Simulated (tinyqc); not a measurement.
## Resistance of a tapered via with liner, size effect and interface: via resistance against the height

A round via whose diameter grows from db at the bottom as D(z) = db + 2 z/tan(ang). The fill, of diameter D - 2 tl, starts above the bottom liner (thickness fb tl) and has rho = rho0 (1 + ks lam/(D - 2 tl)); the sidewall liner conducts in parallel with it. The bottom liner and the interface are crossed over the full area pi db^2/4. Spreading in the lines above and below is left out.

Slices between z0 = fb tl and hv, evaluated at their midpoints: conductance per length pi/4 [(D - 2 tl)^2/rho + (D^2 - (D - 2 tl)^2)/rl], slice resistance = slice height over that. 2000 slices. R_fill = sum of the slices; R_bottom = rl fb tl/(pi db^2/4); R_interface = ri/(pi db^2/4); ballistic (Sharvin) limit 1/(Sb pi (db - 2 tl)^2/4); ideal cylinder rho0 hv/(pi db^2/4).

Parameters, values chosen for the exercise; fill metal close to ruthenium: diameter at the bottom db = 11 nm; sidewall angle ang = 86 degrees; bulk resistivity of the fill rho0 = 7.77 uohm cm; mean free path of the fill lam = 6.77 nm; size-effect factor ks = 0.7; liner on the sidewall tl = 0.3 nm; liner at the bottom over that on the sidewall fb = 0.7; resistivity of the liner rl = 290 uohm cm; interface resistivity at the bottom ri = 1.8e-12 ohm cm^2; ballistic conductance per area, about 3/(4 rho0 lam) Sb = 1.5e15 S/m^2.

The same in every row: R_bottom (ohm) = 6.408; R_interface (ohm) = 1.894; ballistic limit (ohm) = 7.848.

Result of one run:
```
hv (nm)	R_fill (ohm)	R (ohm)	R over ideal cylinder	largest part
6.6	7.656	15.96	2.957	fill
```

What becomes of these results when the height hv is changed from 6.6 to 9.6 nm, all else the same?

Result of the changed run:
```
hv (nm)	R_fill (ohm)	R (ohm)	R over ideal cylinder	largest part
9.6	10.79	19.10	2.433	fill
```

The whole series:
```
hv (nm)	R_fill (ohm)	R (ohm)	R over ideal cylinder	largest part
6.6	7.656	15.96	2.957	fill
9.6	10.79	19.10	2.433	fill
14	14.96	23.26	2.032	fill
20	19.93	28.23	1.727	fill
29	26.18	34.48	1.454	fill
42	33.32	41.62	1.212	fill
61	41.05	49.36	0.9896	fill
88	48.68	56.98	0.7920	fill
```

R rises from 16.0 to 57.0 ohm. The fill is the largest part at hv = 6.6 and in all other rows. The share of the two bottom terms goes from 52.0 to 14.6 %. For hv = 6.6, 9.6, 14 the ballistic limit exceeds half of R_fill, so the diffusive model understates R.

Program tinyqc, `OMP_NUM_THREADS=1 python tinyqc.py 2750049 2750050 out.jsonl`; Intel Xeon 2.30GHz, shared host, one thread, about 0.01 s.
